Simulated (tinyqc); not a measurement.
# Changing the atomic mass M

Model: Born-von Karman spring model of a cubic crystal with one atom per cell. Computed by tinyqc, a small Python program. Command: `OMP_NUM_THREADS=1 python tinyqc.py 3026104 3026105 out.jsonl springs sweep`. One thread of a shared host (Intel(R) Xeon(R) Processor @ 2.30GHz), about 0.2 s of CPU time with the checks.

First neighbours lie at a/2 (1,1,0) (12 of them), second at a (1,0,0) (6), with all permutations and signs; the volume per atom is Omega = a^3/4. Two shells of springs match a real metal only roughly, above all at the zone boundary.

Inputs (values chosen for the exercise, modelled on aluminium):
```
quantity,value,unit
lattice constant a,4.05,angstrom
radial spring k1L,1.32,eV/angstrom^2
transverse spring k1T,-0.078,eV/angstrom^2
radial spring k2L,0.13,eV/angstrom^2
transverse spring k2T,-0.011,eV/angstrom^2
mesh divisions n,8,-
temperature T,50,K
```

Lattice: fcc.

Constants: 1 eV/angstrom^3 = 160.2176634 GPa; u = 1.6605390666e-27 kg; nu for 1 eV/(angstrom^2 u) = 15.6333042 THz; h x 1 THz = 4.135667696 meV; k_B = 8.617333262e-05 eV/K; hbar^2/u = 4.18015928e-03 eV angstrom^2; hbar = 1.054571817e-34 J s; k_B = 1.380649e-23 J/K.

Method:
- [ij,kl] = (1/(2 Omega)) sum_R K_ij R_k R_l; C11 = [xx,xx], C44 = [xx,yy], C12 = 2 [xy,xy] - C44; B = (C11 + 2 C12)/3; Zener ratio A = 2 C44/(C11 - C12). K(R) = kL n n^T + kT (1 - n n^T).
- rho = M/Omega and v = sqrt(C/rho), with C = C11, C44, C44 along [100]; (C11 + C12 + 2 C44)/2, C44, (C11 - C12)/2 along [110]; (C11 + 2 C12 + 4 C44)/3 and twice (C11 - C12 + C44)/3 along [111].
- A neighbour at R with unit vector n couples by the matrix K(R) = kL n n^T + kT (1 - n n^T), and D(q) = (1/M) sum_R K(R) [1 - cos(q.R)].
- An eigenvalue lambda of D in eV/(angstrom^2 u) gives nu = 15.6333042 THz x sqrt(lambda).
- Mesh: q = sum_i (m_i + 1/2)/n b_i, m_i = 0..n-1, with b = [[-1, 1, 1], [1, -1, 1], [1, 1, -1]] in 2 pi/a; sums are averages over the n^3 points, per atom.
- With x = h nu/(k_B T) and n = 1/(exp(x) - 1) for each mode: F = k_B T [x/2 + ln(1 - exp(-x))], U = k_B T x (n + 1/2), S/k_B = x n - ln(1 - exp(-x)), C/k_B = x^2 n (n + 1).
- <u_x^2> = (1/3) sum over modes of hbar^2/(2 M h nu) coth(x/2); zero-point energy = sum h nu/2. <u_x^2> converges slowly with the mesh, from below, with an error of order 1/n.
- Christoffel matrix G_xx = C11 n_x^2 + C44 (1 - n_x^2), G_xy = (C12 + C44) n_x n_y, with eigenvalues rho v^2; v_m^-3 is the mean of v^-3 over three branches and all directions (12 Gauss-Legendre points in cos(theta) times 24 angles phi = (j + 1/2) pi/12); q_D = (6 pi^2/Omega)^(1/3); Theta = hbar v_m q_D/k_B.

One run for each value:
```
atomic mass M (u),elastic Debye temperature (K),<u_x^2> (angstrom^2),entropy S (k_B/atom),zero-point energy (meV/atom),C11 (GPa)
6.7,922.20,0.0067222,0.01401,79.285,118.84
10.0,754.85,0.0055416,0.02752,64.898,118.84
15.0,616.34,0.0045781,0.05445,52.989,118.84
33.0,415.53,0.0032343,0.18694,35.725,118.84
49.0,341.01,0.0027699,0.31981,29.318,118.84
73.0,279.38,0.0024124,0.51534,24.020,118.84
110.0,227.60,0.0021393,0.78807,19.567,118.84
```

Give the missing row, atomic mass M (u) = 22.0.

Computed row; columns: (1) atomic mass M (u); (2) elastic Debye temperature (K); (3) <u_x^2> (angstrom^2); (4) entropy S (k_B/atom); (5) zero-point energy (meV/atom); (6) C11 (GPa):
```
(1)      (2)        (3)      (4)     (5)     (6)
22.0  508.92  0.0038476  0.10139  43.754  118.84
```

Interpolating between the two neighbouring rows (the first column on a logarithmic scale, the others too where they are positive) misses most in entropy S (k_B/atom), by 2.2 %. Over the rows, elastic Debye temperature (K) falls from 922 to 228 (exponent d ln y / d ln x about -0.50 throughout); <u_x^2> (angstrom^2) falls from 0.00672 to 0.00214 (exponent d ln y / d ln x -0.48 between the first rows and -0.29 between the last); entropy S (k_B/atom) rises from 0.0140 to 0.788 (exponent d ln y / d ln x 1.7 between the first rows and 1.0 between the last). The exponent of elastic Debye temperature stays at -0.50: frequencies scale as M^(-1/2). At the low end the exponent of <u_x^2> is -0.48, close to -0.50: zero-point motion scales as M^(-1/2). The exponent of zero-point energy stays at -0.50: frequencies scale as M^(-1/2). The mass rescales all frequencies, so a heavier crystal at T acts as a lighter one at higher T: S grows, and <u_x^2> tends to the classical k_B T over a spring constant, which holds no mass. Elastic constants are static.
